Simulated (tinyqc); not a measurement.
Inside a calculation. Method: plane-wave Kohn-Sham cycle with exchange-only LDA in a layered model solid. Computed by tinyqc, a small Python program that keeps every step. Settings: points = 16, plane-wave index or count = 3, electrons = 2, k points = 4, area = 9.0, mixing = 0.8, iteration cap = 63. Command: `OMP_NUM_THREADS=1 python tinyqc.py 25323 25324 out.jsonl` (the two numbers bound the seeds that draw the settings). One thread of a shared host (Intel(R) Xeon(R) Processor @ 2.60GHz), about 0.03 s of CPU time with the checks.

A solid whose potential varies along x alone (atomic units):
```
parameter                      value
period a                   13.800000
cross-section of the cell   9.000000
electrons per cell                 2
grid points                       16
plane waves -n..n, n               3
k points                           4
V1 in V1 cos(2 pi x/a)     -0.600000
V2 in V2 cos(4 pi x/a)     -0.280000
```

Stop when sqrt(dV sum R^2) is below 1e-8, dV = a A/N.

Course of the cycle:
```
iteration  E (hartree)  norm of the residual
1          -1.56624073              2.98e-01
2          -2.54937971              4.36e-01
3          -3.88864888              4.05e-01
4          -2.03196223              4.05e-01
5          -3.94307502              4.06e-01
6          -2.02459341              4.05e-01
7          -3.94244500              4.05e-01
8          -2.02489437              4.05e-01
9          -3.94229591              4.05e-01
10         -2.02493270              4.05e-01
11         -3.94228422              4.05e-01
...                ...                   ...
53         -3.94228344              4.05e-01
54         -2.02493565              4.05e-01
55         -3.94228344              4.05e-01
56         -2.02493565              4.05e-01
57         -3.94228344              4.05e-01
58         -2.02493565              4.05e-01
59         -3.94228344              4.05e-01
60         -2.02493565              4.05e-01
61         -3.94228344              4.05e-01
62         -2.02493565              4.05e-01
63         -3.94228344              4.05e-01
```

Can the last value be used, and what does the course show?

Not by the stop rule. Not converged within 63 iterations: the residual has stopped falling: the iteration swings between two states. Reruns (cap 100 unless said): mixing 0.1: not converged; mixing 0.5, Kerker q0 1.0: not converged; mixing 0.3, Pulay depth 5: not converged; the original settings with a cap of 400: not converged.
